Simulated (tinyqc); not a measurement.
RKS/BLYP in the 6-311g basis, for H2, spin multiplicity 1, step by step (part 2 of 2). Computed by tinyqc, a small Python program that keeps every step (integrals from PySCF). Command: `OMP_NUM_THREADS=1 python tinyqc.py 23680 23681 out.jsonl` (the two numbers bound the seeds that draw the settings). One thread of a shared host (Intel(R) Xeon(R) Processor @ 2.60GHz), about 0.2 s of CPU time with the checks.

Geometry (angstrom):
```
atom         x         y         z
H     0.000000  0.000000  0.000000
H     0.000000  0.000000  1.294000
```

## Iteration 2: diagonalisation and new density

extrapolated F (hartree), order 1H 1s, 1H 2s, 1H 3s, 2H 1s, 2H 2s, 2H 3s:
$$\begin{pmatrix}
0.473016 & -0.304685 & -0.300054 & -0.076472 & -0.161393 & -0.190093 \\
-0.304685 & -0.161238 & -0.213127 & -0.161393 & -0.175841 & -0.180621 \\
-0.300054 & -0.213127 & -0.164269 & -0.190093 & -0.180621 & -0.162687 \\
-0.076472 & -0.161393 & -0.190093 & 0.473016 & -0.304685 & -0.300054 \\
-0.161393 & -0.175841 & -0.180621 & -0.304685 & -0.161238 & -0.213127 \\
-0.190093 & -0.180621 & -0.162687 & -0.300054 & -0.213127 & -0.164269
\end{pmatrix}$$

X, order 1H 1s, 1H 2s, 1H 3s, 2H 1s, 2H 2s, 2H 3s:
$$\begin{pmatrix}
1.372495 & -0.744432 & 0.204032 & 0.021036 & 0.039436 & -0.056492 \\
-0.744432 & 2.111060 & -1.006468 & 0.039436 & -0.222884 & 0.179796 \\
0.204032 & -1.006468 & 2.045728 & -0.056492 & 0.179796 & -0.808287 \\
0.021036 & 0.039436 & -0.056492 & 1.372495 & -0.744432 & 0.204032 \\
0.039436 & -0.222884 & 0.179796 & -0.744432 & 2.111060 & -1.006468 \\
-0.056492 & 0.179796 & -0.808287 & 0.204032 & -1.006468 & 2.045728
\end{pmatrix}$$

Diagonalise F' = X^T F X, C = X C', fill 1 alpha and 1 beta electrons from the bottom; D = 2 C_occ C_occ^T. Each column has its largest component positive (the first on a tie).

F' = X^T F X (hartree):
$$\begin{pmatrix}
1.321735 & -1.041077 & 0.031230 & 0.069819 & -0.041469 & -0.084803 \\
-1.041077 & 0.792696 & -0.316876 & -0.041469 & -0.122065 & 0.033073 \\
0.031230 & -0.316876 & 0.104017 & -0.084803 & 0.033073 & -0.086101 \\
0.069819 & -0.041469 & -0.084803 & 1.321735 & -1.041077 & 0.031230 \\
-0.041469 & -0.122065 & 0.033073 & -1.041077 & 0.792696 & -0.316876 \\
-0.084803 & 0.033073 & -0.086101 & 0.031230 & -0.316876 & 0.104017
\end{pmatrix}$$

orbital energies (hartree): MO1 -0.317533, MO2 -0.088730, MO3 0.218517, MO4 0.297467, MO5 2.148059, MO6 2.179117

coefficients C, order 1H 1s, 1H 2s, 1H 3s, 2H 1s, 2H 2s, 2H 3s:
$$\begin{pmatrix}
0.166059 & 0.166467 & -0.078918 & -0.128309 & -1.100095 & -1.093872 \\
0.292512 & 0.298422 & -0.891089 & -1.015189 & 1.617040 & 1.221968 \\
0.207363 & 0.814256 & 0.919809 & 1.771761 & -1.004041 & -0.478705 \\
0.166059 & -0.166467 & -0.078918 & 0.128309 & 1.100095 & -1.093872 \\
0.292512 & -0.298422 & -0.891089 & 1.015189 & -1.617040 & 1.221968 \\
0.207363 & -0.814256 & 0.919809 & -1.771761 & 1.004041 & -0.478705
\end{pmatrix}$$

D after iteration 2, order 1H 1s, 1H 2s, 1H 3s, 2H 1s, 2H 2s, 2H 3s:
$$\begin{pmatrix}
0.055151 & 0.097148 & 0.068869 & 0.055151 & 0.097148 & 0.068869 \\
0.097148 & 0.171126 & 0.121312 & 0.097148 & 0.171126 & 0.121312 \\
0.068869 & 0.121312 & 0.085999 & 0.068869 & 0.121312 & 0.085999 \\
0.055151 & 0.097148 & 0.068869 & 0.055151 & 0.097148 & 0.068869 \\
0.097148 & 0.171126 & 0.121312 & 0.097148 & 0.171126 & 0.121312 \\
0.068869 & 0.121312 & 0.085999 & 0.068869 & 0.121312 & 0.085999
\end{pmatrix}$$

## Iteration 5 (converged): orbitals

converged F (hartree), order 1H 1s, 1H 2s, 1H 3s, 2H 1s, 2H 2s, 2H 3s:
$$\begin{pmatrix}
0.477090 & -0.302111 & -0.298741 & -0.076364 & -0.160766 & -0.189300 \\
-0.302111 & -0.158369 & -0.211158 & -0.160766 & -0.174557 & -0.179241 \\
-0.298741 & -0.211158 & -0.162453 & -0.189300 & -0.179241 & -0.161200 \\
-0.076364 & -0.160766 & -0.189300 & 0.477090 & -0.302111 & -0.298741 \\
-0.160766 & -0.174557 & -0.179241 & -0.302111 & -0.158369 & -0.211158 \\
-0.189300 & -0.179241 & -0.161200 & -0.298741 & -0.211158 & -0.162453
\end{pmatrix}$$

As before.

F' = X^T F X (hartree):
$$\begin{pmatrix}
1.325923 & -1.040917 & 0.031402 & 0.069766 & -0.041411 & -0.084767 \\
-1.040917 & 0.795059 & -0.316578 & -0.041411 & -0.121815 & 0.033258 \\
0.031402 & -0.316578 & 0.104957 & -0.084767 & 0.033258 & -0.085921 \\
0.069766 & -0.041411 & -0.084767 & 1.325923 & -1.040917 & 0.031402 \\
-0.041411 & -0.121815 & 0.033258 & -1.040917 & 0.795059 & -0.316578 \\
-0.084767 & 0.033258 & -0.085921 & 0.031402 & -0.316578 & 0.104957
\end{pmatrix}$$

orbital energies (hartree): MO1 -0.314585, MO2 -0.086554, MO3 0.220061, MO4 0.299236, MO5 2.151226, MO6 2.182493

coefficients C, order 1H 1s, 1H 2s, 1H 3s, 2H 1s, 2H 2s, 2H 3s:
$$\begin{pmatrix}
0.165703 & 0.165794 & -0.078826 & -0.128223 & -1.100206 & -1.093932 \\
0.291132 & 0.295850 & -0.892057 & -1.016917 & 1.616427 & 1.221591 \\
0.208939 & 0.819223 & 0.919603 & 1.769874 & -1.003328 & -0.478416 \\
0.165703 & -0.165794 & -0.078826 & 0.128223 & 1.100206 & -1.093932 \\
0.291132 & -0.295850 & -0.892057 & 1.016917 & -1.616427 & 1.221591 \\
0.208939 & -0.819223 & 0.919603 & -1.769874 & 1.003328 & -0.478416
\end{pmatrix}$$

D after iteration 5, order 1H 1s, 1H 2s, 1H 3s, 2H 1s, 2H 2s, 2H 3s:
$$\begin{pmatrix}
0.054915 & 0.096483 & 0.069244 & 0.054915 & 0.096483 & 0.069244 \\
0.096483 & 0.169515 & 0.121658 & 0.096483 & 0.169515 & 0.121658 \\
0.069244 & 0.121658 & 0.087311 & 0.069244 & 0.121658 & 0.087311 \\
0.054915 & 0.096483 & 0.069244 & 0.054915 & 0.096483 & 0.069244 \\
0.096483 & 0.169515 & 0.121658 & 0.096483 & 0.169515 & 0.121658 \\
0.069244 & 0.121658 & 0.087311 & 0.069244 & 0.121658 & 0.087311
\end{pmatrix}$$

## Convergence

Stop when the energy changes by less than 1e-08 hartree and every element of the error matrix X^T (F D S - S D F) X is below 3e-05.

Course of the cycle:
```
iteration  E (hartree)     change  largest element of the error matrix
1          -0.92806411          -                             7.57e-02
2          -1.09263305  -1.65e-01                             4.85e-03
3          -1.09275367  -1.21e-04                             9.90e-04
4          -1.09275826  -4.59e-06                             8.03e-06
5          -1.09275826  -2.48e-10                             7.35e-09
```

PySCF RKS in the same basis, fine grid = -1.09294363 hartree

Converged in 5 iterations. The coarse grid moves the energy by +1.85e-04 hartree.

## Populations, bond orders and dipole

overlap S, order 1H 1s, 1H 2s, 1H 3s, 2H 1s, 2H 2s, 2H 3s:
$$\begin{pmatrix}
1.000000 & 0.706377 & 0.373664 & 0.023518 & 0.150577 & 0.211906 \\
0.706377 & 1.000000 & 0.788963 & 0.150577 & 0.377501 & 0.494551 \\
0.373664 & 0.788963 & 1.000000 & 0.211906 & 0.494551 & 0.735525 \\
0.023518 & 0.150577 & 0.211906 & 1.000000 & 0.706377 & 0.373664 \\
0.150577 & 0.377501 & 0.494551 & 0.706377 & 1.000000 & 0.788963 \\
0.211906 & 0.494551 & 0.735525 & 0.373664 & 0.788963 & 1.000000
\end{pmatrix}$$

Mulliken: Z minus the diagonal of D S on the atom; Loewdin: the same with S^(1/2) D S^(1/2); Mayer order: 2 sum_s sum (D(s) S)_ij (D(s) S)_ji over the two atoms.

Charges (e):
```
atom  Mulliken  Loewdin
1H           0        0
2H           0        0
```

Mayer bond orders:
```
pair     order
2-1   1.000000
```

dipole moment about the origin, x y z (debye): [0.000000, 0.000000, 0.000000]
